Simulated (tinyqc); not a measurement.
Time-domain thermoreflectance: layered heat flow under a modulated pulse train, and what the signal ratio measures: one step, computed by the program tinyqc. Command: `OMP_NUM_THREADS=1 python tinyqc.py 3111321 3111322 out.jsonl tdtr walk`. One thread of a shared host (Intel(R) Xeon(R) Processor @ 2.30GHz), about 0.1 s of CPU time with the checks.

Pulses repeat at 80 MHz; heat is laid down at the surface, all layers are isotropic.

Question. Length and time scales. Penetration depth sqrt(kappa/(pi f C)); effusivity sqrt(kappa C); cooling time of the metal d C_m/G; Kapitza length kappa/G.

Inputs (values chosen for the exercise, modelled on aluminium on sapphire):

| quantity | value | unit |
|---|---|---|
| metal thickness d | 100 | nm |
| metal heat capacity | 2.42 | MJ/(m^3 K) |
| boundary conductance G under the metal | 170 | MW/(m^2 K) |
| substrate conductivity kappa | 36.5 | W/(m K) |
| substrate heat capacity C | 3.11 | MJ/(m^3 K) |
| modulation frequency f | 9.8 | MHz |
| spot radius w (1/e^2, pump and probe) | 4.1 | micrometre |

Stack: metal, substrate.

Give: penetration depth; effusivity; cooling time of the metal; Kapitza length; depth over spot radius.

Answer.

penetration depth = 0.6174 micrometre

effusivity = 10654 W s^(1/2)/(m^2 K)

cooling time of the metal = 1424 ps

Kapitza length = 214.7 nm

depth over spot radius = 0.1506
